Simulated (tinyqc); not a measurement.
# Inductance and parasitic capacitance from two readings

Inverse problem. A loss-free coil L in parallel with C shows the apparent inductance L/(1 - w^2 L C), w = 2 pi f. Find L, C and the self-resonance 1/(2 pi sqrt(L C)).

apparent inductance at 2.8 and 6.3 GHz (nH): 2.3608646  4.7660410

Answer. The inverse of the reading is 1/L - w^2 C, a straight line in w^2.

L = 2.10 nH
C = 170 fF
self-resonance = 8.42 GHz

Computed by the program tinyqc: `OMP_NUM_THREADS=1 python tinyqc.py 2302130 2302131 out.jsonl`, one thread of a shared Intel Xeon 2.30GHz, about 0.01 s for the whole run.
